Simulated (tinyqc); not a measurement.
Offset from the accumulated charge.

Problem. Layer 1 (x < 0) accumulates electrons and layer 2 (x > 0) is depleted. Boltzmann statistics. Sheet densities from the first integral: Q1 = sqrt((2 eps0 eps_r Vt N1/q)(exp(u1) - u1 - 1)) extra electrons, Q2 = sqrt((2 eps0 eps_r Vt N2/q)(exp(-u2) + u2 - 1)) missing ones, u = V/Vt; neutrality Q1 = Q2 + si. V1 + V2 = dE + Vt ln[(N2/Nc2)/(N1/Nc1)]. Find V1, V2 and dE.

Values chosen for this exercise; values of the order of III-V alloys: temperature T = 300 K; relative permittivity of both layers eps_r = 11.6; density of states of the narrow-gap layer 1 Nc1 = 2.8e17 cm^-3; density of states of the wide-gap layer 2 Nc2 = 5.4e17 cm^-3; donor density in layer 1 N1 = 6.7e15 cm^-3; donor density in layer 2 N2 = 2.5e16 cm^-3; fixed charge at the interface si = 0 cm^-2.

Constants: q = 1.602176634e-19 C, kB = 1.380649e-23 J/K, Vt = kB T/q, eps0 = 8.8541878128e-14 F/cm where lengths are in cm. Results are converted to the units shown.

Q1 = 2.1096317e11 cm^-2

Solution. Each sheet density rises steadily with its bending, so Q1 fixes V1 and Q2 = Q1 - si fixes V2.

V1 = 0.0824 V
V2 = 0.165 V
dE = 0.230 eV

tinyqc, about 0.07 s, one thread, Intel Xeon 2.30GHz (shared host): `OMP_NUM_THREADS=1 python tinyqc.py 2410096 2410097 out.jsonl`
